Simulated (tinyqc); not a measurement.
Bandgap voltage reference from two bipolar transistors: one step of the calculation.

Two transistors of area 1 and N carry the same current I. Is(T) = Is (T/T0)^eta exp[(Vg0 q/kB)(1/T0 - 1/T)], VBE1 = Vt ln(I/Is(T)) + I rb, VBE2 = Vt ln(I/(N Is(T))) + I rb/N. The amplifier forces I R1(T) = VBE1 - VBE2 + Vos, with R(T) = R (1 + tc (T - T0)) for both resistors, and the output is Vref = VBE1 + I R2(T). Base currents and the Early effect are neglected.

Question. Operating point at the reference temperature. Vt = kB T/q; I = (Vt ln N + Vos)/(R1(T) - rb (1 - 1/N)). Evaluate at T = T0.

Parameters, values chosen for the exercise; values of the order met in silicon bipolar transistors:
- T0 = 298 K (reference temperature)
- Vg0 = 1.141 V (band-gap voltage extrapolated to 0 K)
- eta = 4.2 (temperature exponent of the saturation current)
- Is = 2.4e-17 A (saturation current of the unit transistor at T0)
- N = 8 (area ratio of the second transistor)
- R1 = 34 kohm (resistor across which the difference of VBE falls, at T0)
- tc = 0 ppm/K (temperature coefficient of both resistors)
- Vos = 0 mV (offset of the amplifier)
- rb = 87 ohm (series resistance of the unit transistor)
- R2 = 359.5 kohm (output resistor at T0)

Constants: q = 1.602176634e-19 C, kB = 1.380649e-23 J/K. Results are converted to the units shown.

Wanted: Vt; I; Is(T); VBE1; I R2; Vref.

Answer.

Vt = 0.025680 V
I = 1.5741 uA
Is(T) = 2.4000e-17 A
VBE1 = 0.63973 V
I R2 = 0.56589 V
Vref = 1.2056 V

Numbers from tinyqc (`OMP_NUM_THREADS=1 python tinyqc.py 2062136 2062137 out.jsonl`; about 0.03 s on one thread of a shared Intel Xeon 2.30GHz).
